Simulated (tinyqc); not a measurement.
Inside a calculation. Method: empirical pseudopotential in a few plane waves. One step of it, computed by the program tinyqc.

Problem. Levels at G. Diagonalise the Hermitian matrix.

H(k) at G (eV), lower triangle (Hermitian):
```
,+0+0+0,-1-1-1,-1-1+1,-1+1-1,-1+1+1,+1-1-1,+1-1+1,+1+1-1,+1+1+1,-2+0+0,+0-2+0,+0+0-2,+0+0+2,+0+2+0,+2+0+0
+0+0+0,0.000000
-1-1-1,2.472514-0.817758i,11.405193
-1-1+1,-2.472514-0.817758i,0.000000+0.884370i,11.405193
-1+1-1,-2.472514-0.817758i,0.000000+0.884370i,0.734707,11.405193
-1+1+1,-2.472514+0.817758i,-0.734707,0.000000+0.884370i,0.000000+0.884370i,11.405193
+1-1-1,-2.472514-0.817758i,0.000000+0.884370i,0.734707,0.734707,0.000000,11.405193
+1-1+1,-2.472514+0.817758i,-0.734707,0.000000+0.884370i,0.000000,0.734707,0.000000+0.884370i,11.405193
+1+1-1,-2.472514+0.817758i,-0.734707,0.000000,0.000000+0.884370i,0.734707,0.000000+0.884370i,0.734707,11.405193
+1+1+1,2.472514+0.817758i,0.000000,-0.734707,-0.734707,0.000000+0.884370i,-0.734707,0.000000+0.884370i,0.000000+0.884370i,11.405193
-2+0+0,0.000000-0.884370i,-2.472514+0.817758i,-2.472514-0.817758i,-2.472514-0.817758i,2.472514-0.817758i,0.846620-0.250138i,-0.846620-0.250138i,-0.846620-0.250138i,-0.846620+0.250138i,15.206923
+0-2+0,0.000000-0.884370i,-2.472514+0.817758i,-2.472514-0.817758i,0.846620-0.250138i,-0.846620-0.250138i,-2.472514-0.817758i,2.472514-0.817758i,-0.846620-0.250138i,-0.846620+0.250138i,0.734707,15.206923
+0+0-2,0.000000-0.884370i,-2.472514+0.817758i,0.846620-0.250138i,-2.472514-0.817758i,-0.846620-0.250138i,-2.472514-0.817758i,-0.846620-0.250138i,2.472514-0.817758i,-0.846620+0.250138i,0.734707,0.734707,15.206923
+0+0+2,0.000000+0.884370i,-0.846620-0.250138i,2.472514+0.817758i,-0.846620+0.250138i,-2.472514+0.817758i,-0.846620+0.250138i,-2.472514+0.817758i,0.846620+0.250138i,-2.472514-0.817758i,-0.734707,-0.734707,0.000000,15.206923
+0+2+0,0.000000+0.884370i,-0.846620-0.250138i,-0.846620+0.250138i,2.472514+0.817758i,-2.472514+0.817758i,-0.846620+0.250138i,0.846620+0.250138i,-2.472514+0.817758i,-2.472514-0.817758i,-0.734707,0.000000,-0.734707,0.734707,15.206923
+2+0+0,0.000000+0.884370i,-0.846620-0.250138i,-0.846620+0.250138i,-0.846620+0.250138i,0.846620+0.250138i,2.472514+0.817758i,-2.472514+0.817758i,-2.472514+0.817758i,-2.472514-0.817758i,0.000000,-0.734707,-0.734707,0.734707,0.734707,15.206923
```

Give: eigenvalues.

Solution.

eigenvalues (eV): -4.4823  5.5509  5.5509  5.5509  10.2104  11.0249  11.0249  11.0249  13.7375  13.7375  17.3058  19.9720  19.9720  19.9720  22.3305
